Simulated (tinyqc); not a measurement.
Pressure-driven transition between two phases with analytic equations of state: one step, computed by the program tinyqc.

Each phase obeys E = E0 + (B0 V/B') [(V0/V)^B'/(B' - 1) + 1] - B0 V0/(B' - 1), P = (B0/B') [(V0/V)^B' - 1]; E0 = 0 for phase 1 and Delta E0 for phase 2. H = E + P V.

Task: Shift with temperature. Start from P = Delta E0/(V0 of phase 1 - V0 of phase 2); at each P solve P(V) = P for both phases and step P(new) = P - (H_2 - H_1)/(V_2 - V_1); stop when |H_2 - H_1| < 1e-10 eV. At the zero-temperature transition the volume change is V_2/V_1 - 1 and the work is P (V_1 - V_2). At T the condition is H_2 - H_1 - T Delta S = 0, with Delta S constant and thermal expansion left out; the Clausius-Clapeyron slope is dP/dT = Delta S/(V_2 - V_1) at the zero-temperature point.

Inputs (values chosen for the exercise, for two model phases): volume V0 of phase 1 = 26.8 angstrom^3/atom; B0 of phase 1 = 231 GPa; B' of phase 1 = 3.72; volume V0 of phase 2 = 20.8 angstrom^3/atom; B0 of phase 2 = 248 GPa; B' of phase 2 = 4.26; energy of phase 2 above phase 1, Delta E0 = 0.89 eV/atom; entropy of phase 2 less phase 1, Delta S = -0.35 k_B/atom; temperature T = 300 K.

Equation of state: Murnaghan.

V_2 at the transition = 19.11312 angstrom^3

V_1 at the transition = 24.45116 angstrom^3

transition pressure = 25.25190 GPa

Constants: k_B = 8.617333262e-05 eV/K; 1 eV/angstrom^3 = 160.2176634 GPa.

Give: Clapeyron slope; transition pressure at T; linear estimate at T.

Result:

Clapeyron slope = 0.9053 MPa/K

transition pressure at T = 25.52 GPa

linear estimate at T = 25.52 GPa

The dense phase has the lower entropy, so heating raises the transition pressure. Caution: a constant Delta S holds only at high temperature; it vanishes as T goes to 0, so the shift counted from T = 0 is somewhat too large.
